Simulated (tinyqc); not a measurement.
From one set of inputs to another, one input at a time: microkinetic model of low-temperature epitaxy from hydride gases: adsorption, hydrogen desorption and rate control. Computed by tinyqc, a small Python program. Command: `OMP_NUM_THREADS=1 python tinyqc.py 3013329 3013330 out.jsonl hepi ladder`. One thread of a shared host (Intel(R) Xeon(R) Processor @ 2.30GHz), about 0.02 s of CPU time with the checks.

Each hydride molecule needs two free sites and leaves four hydrogen atoms, of which two leave at once as H2; theta is the hydrogen coverage, the site density is 6.78 per nm^2 and one layer is 1.358 angstrom thick.

The inputs printed are set A. Inputs not listed in the table keep their values of set A, so the rows need not describe a real material.

Inputs (values chosen for the exercise, close to those used for silane on Si(001)):
```
quantity                            value  unit
silane pressure p_S                 0.071    Pa
sticking prefactor of silane s0     0.054     -
adsorption barrier E_s               0.13    eV
desorption prefactor nu_d         2.2e+12   1/s
desorption energy on silicon E_d     2.17    eV
hydrogen carrier pressure p_H           0    Pa
sticking of hydrogen s_H          1.1e-08     -
temperature T                         690     C
```

Film: silicon. Order of hydrogen desorption: first.

Constants: k_B = 8.617333262e-05 eV/K; u = 1.6605390666e-27 kg; k_B = 1.380649e-23 J/K.

Method:
- Flux per site F = p/(sqrt(2 pi M k_B T) x 6.78e18 per m^2), M = 32.12 u (silane), 2.016 u (hydrogen); s = s0 exp(-E_s/(k_B T)); k_S = s F_S = k; k_H = s_H F_H; k_d = nu_d exp(-E_d/(k_B T)).
- Temperatures in kelvin are T(C) + 273.15.
- With k the hydride and k_H the hydrogen adsorption rate on free pairs and k_d the desorption rate, steady state: 2 (k + k_H)(1 - theta)^2 = k_d theta; growth rate R = k (1 - theta)^2 layers/s; 1 layer/s = 8.148 nm/min.
- With c = 2 (k + k_H)/k_d the free share is 1 - theta = 2/(1 + sqrt(1 + 4c)).
- X_i = d ln R/d ln k_i at fixed other constants. With f = 1 - theta and a = 2/f + 1/theta: d ln f/d ln k_d = 1/(a f), so X_d = 2/(a f), X_k = 1 - X_d k/(k + k_H), X_H = -X_d k_H/(k + k_H); they sum to 1.

Each row keeps all changes above it:
```
input moved                                                                         from             to  growth rate G (nm/min)  hydrogen coverage theta  X_d (desorption)
set A                                                                                  -              -                   8.748                  0.22091           0.36188
temperature T (C)                                                                    690            800                  15.199                  0.02632           0.05128
sticking prefactor of silane s0 and adsorption barrier E_s (eV)              0.054, 0.13    0.027, 0.25                   2.173                  0.00376           0.00750
desorption prefactor nu_d (1/s) and desorption energy on silicon E_d (eV)  2.2e+12, 2.17  5.9e+11, 2.08                   2.167                  0.00529           0.01052
silane pressure p_S (Pa)                                                           0.071           0.18                   5.406                  0.01319           0.02603
```

Where does the difference come from?

Growth rate G goes from 8.75 to 5.41, a factor 0.618 in all. The largest single move comes from sticking prefactor of silane s0 with adsorption barrier E_s (a factor 0.143), and silane pressure p_S works against it (a factor 2.50). Hydrogen coverage theta goes from 0.221 to 0.0132, a factor 0.0597 in all. The largest single move comes from temperature T (a factor 0.119), and silane pressure p_S works against it (a factor 2.50). X_d (desorption) goes from 0.362 to 0.0260, a factor 0.0719 in all. The largest single move comes from temperature T (a factor 0.142), and silane pressure p_S works against it (a factor 2.48). The single moves hold for this order of the switches; the total does not depend on the order.

Extremes, crossings and ranges named in words are read from the listed rows.
